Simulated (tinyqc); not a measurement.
Comparisons within one model: heterojunction of two tight-binding chains. A value that a table varies takes the place of the one given here.

Left chain: hopping -t1, sites at 2 t1 (band bottom 0). Right chain: hopping -t2, sites at dE + 2 t2 (bottom dE). t = c/(m a^2), c = hbar^2/2m0. The bond across the interface is -tc with tc = f sqrt(t1 t2), and the last left site has the extra energy U. In a chain E = bottom + 2t (1 - cos(ka)); the surface Green function of a half chain is g = -exp(ika)/t, with Im k > 0 where cos(ka) > 1.

Constants: hbar^2/2m0 = 3.80998211 eV angstrom^2.

Parameters, chosen for this exercise (masses and offset of the size met at Si / SiGe; shifted at random, so the results belong to these values and not to a real crystal): a = 3 angstrom (site spacing); m1 = 0.196 m0 (mass on the left); m2 = 0.218 m0 (mass on the right); dE = 0.14 eV (band offset); f = 0.72 (factor on the interface hopping); U = -0.95 eV (extra energy on the last left site); E = 0.162 eV (electron energy).

## Transmission against energy, and which matching rule a chain obeys

Chain A is the junction as given; chain B has tc = sqrt(t1 t2) and U = 0; chain C has tc = t2 and U = t2 - t1, the finite-difference form of -d/dx (c/m) d/dx. Continuum formulas T = 4 x y/(x + y)^2 with parabolic k: x, y = k/m on each side (BenDaniel-Duke) or x, y = k (slope continuous).

T:
```
E - dE (eV)  E (eV)  chain A  chain B  chain C  k/m matched  k matched
0.002         0.142   0.2303   0.3930   0.3613       0.3637     0.3955
0.005         0.145   0.3366   0.5448   0.5063       0.5092     0.5478
0.010         0.150   0.4359   0.6697   0.6289       0.6320     0.6729
0.020         0.160   0.5457   0.7884   0.7491       0.7521     0.7913
0.050         0.190   0.6872   0.9091   0.8782       0.8806     0.9113
0.100         0.240   0.7740   0.9625   0.9403       0.9421     0.9639
0.200         0.340   0.8347   0.9881   0.9739       0.9751     0.9888
0.400         0.540   0.8707   0.9974   0.9890       0.9897     0.9977
```

Chain C follows the k/m rule within 0.0031 and chain B the plain k rule within 0.0031, while the two rules differ by up to 0.0409: in B the self-energy of the right side is -t1 exp(i k2 a), so only k2 enters, and in C it is -t2 exp(i k2 a), which carries 1/m2. Chain A, with f = 0.72 and U = -0.95 eV, has an interface term of its own and lies up to 0.2428 from B and 0.2034 from C.

## When the interface binds a state

A state below both bands solves E - 2 t1 - U - S1(E) - S2(E) = 0 for E < 0, with S1 = -t1 z1, S2 = -(tc^2/t2) z2 and |z| < 1 the decaying root of z + 1/z = 2 - (E - bottom)/t. Decay lengths -a/ln|z|. The threshold is the U that solves the equation at E = 0. A dash: no bound state.

Interface state:
```
U (eV)   E (eV)  decay left (angstrom)  decay right (angstrom)
-0.39         -                      -                       -
-0.78         -                      -                       -
-1.17         -                      -                       -
-1.43   -0.0065                   54.8                    11.0
-1.69   -0.0490                   19.9                     9.7
-2.09   -0.1651                   10.9                     7.6
-2.61   -0.3827                    7.2                     5.8
-3.91   -1.1525                    4.2                     3.8
```

threshold U = -1.3032 eV

The step and the weakened interface bond push the state out, so an attraction must exceed 1.3032 eV to bind; 5 of the 8 rows are bound. At U = -3.91 eV the state decays over 4.2 angstrom to the left and 3.8 to the right, where the band lies higher.

## What each parameter does

T = 4 Im(S1) Im(S2) |G|^2 with G = 1/(E - 2 t1 - U - S1 - S2), S1 = -t1 exp(i k1 a), S2 = -(tc^2/t2) exp(i k2 a). Each row changes one parameter from the base and keeps the others.

Results:
```
case                   T    k1 a    k2 a
base              0.5610  0.2747  0.1065
m1 = 0.2352 m0    0.4971  0.3011  0.1065
m2 = 0.2616 m0    0.5951  0.2747  0.1167
dE = 0.09 eV      0.7837  0.2747  0.1929
f = 0.648         0.4369  0.2747  0.1065
U = -0.75 eV      0.5133  0.2747  0.1065
a = 2.4 angstrom  0.3832  0.2195  0.0852
```

The largest shifts from the base row, up to three for each result and ties (the steps differ in size, so this ranks the rows, not the parameters). T: dE +0.2227, a -0.1778, f -0.1241. k1 a: a -0.0552, m1 +0.0264; unchanged at the printed digits by m2, dE, f and U. k2 a: dE +0.0864, a -0.0213, m2 +0.0102; unchanged at the printed digits by m1, f and U.

tinyqc: `OMP_NUM_THREADS=1 python tinyqc.py 1480925 1480926 out.jsonl`; about 0.01 s, one thread, shared Intel(R) Xeon(R) Processor @ 2.30GHz.
